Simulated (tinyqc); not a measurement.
Splitting against the electric field: valley splitting in a one-orbital chain of atomic planes (second-neighbour model).

Each (001) plane carries one orbital with energy e0, hopping v to the next plane and u to the second: E(phi) = e0 + 2 v cos(phi) + 2 u cos(2 phi), where phi = pi - k a/4 (the sign of every second orbital is chosen so that v > 0, which shifts the phase by pi). The minimum lies at cos(phi0) = -v/(4u), phi0 = pi - (pi/2) k0 for a valley at k0 (2 pi/a), and e0 puts it at zero. A slab of N planes has hard walls: the matrix simply ends.

Values chosen for the exercise (out of a larger set: near those of the Delta valleys of silicon; abrupt walls in this chain split the valleys several times more than measured wells; not measured data): a = 5.423 angstrom (lattice constant; planes lie a/4 apart); Nf = 100 (planes in the thick slab).

u = 0.634240 eV
v = 0.757386 eV
e0 = 1.494590 eV

A thick slab in a field F: plane j = 0, 1, ... gains the energy F j a/4 (1 MV/m = 1e-4 V/angstrom), which presses the electron against the first wall. The exponent is the slope of ln(splitting) against ln F between 20 and 50 MV/m.

Doublet:

| F (MV/m) | mean level (meV) | splitting (meV) | splitting/F (meV per MV/m) |
|---|---|---|---|
| 1 | 8.02 | 0.1452 | 0.1452 |
| 2 | 12.54 | 0.2846 | 0.1423 |
| 5 | 22.82 | 0.7108 | 0.1422 |
| 10 | 35.78 | 1.4221 | 0.1422 |
| 20 | 55.90 | 2.8461 | 0.1423 |
| 30 | 72.43 | 4.2715 | 0.1424 |
| 50 | 100.09 | 7.1263 | 0.1425 |

exponent = 1.00

The splitting goes from 0.1452 to 7.1263 meV. At high field it grows as F^1.00: at a single hard wall it follows the squared slope of the envelope, which is proportional to F, while the level itself grows about as F^(2/3) (here F^0.64). A hard wall is the sharpest interface possible; real Si interfaces split several times less.

tinyqc: `OMP_NUM_THREADS=1 python tinyqc.py 1452298 1452299 out.jsonl`; about 0.02 s, one thread, shared Intel(R) Xeon(R) Processor @ 2.30GHz.
